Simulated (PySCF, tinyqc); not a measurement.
Inside a calculation. Method: coupled-perturbed Hartree-Fock on RHF in the sto-3g basis, for H6, spin multiplicity 1. The lowest restricted solution is unstable here: a spin-polarised one lies 0.0659 hartree lower (PySCF). One step of it, computed by the program tinyqc.

Question. Response to a field: uncoupled start. Field along z; U_ai = -mu_ai / (e_a - e_i), alpha = -4 sum U_ai mu_ai.

orbital energies (hartree): MO1 -0.635473, MO2 -0.507188, MO3 -0.262246, MO4 0.124755, MO5 0.537169, MO6 0.918461

dipole integrals <a|z|i> (bohr), order a4, a5, a6:
$$\begin{pmatrix}
-0.203117 & -0.000616 & -3.136367 \\
-0.000257 & -0.183878 & -0.000588 \\
0.007849 & -0.000233 & -0.230305
\end{pmatrix}$$

Give: uncoupled U; uncoupled polarisability.

Answer.

uncoupled U, order a4, a5, a6:
$$\begin{pmatrix}
0.267 & 0.001 & 8.104 \\
0.000 & 0.176 & 0.001 \\
-0.005 & 0.000 & 0.195
\end{pmatrix}$$

uncoupled polarisability = 102.199 bohr^3
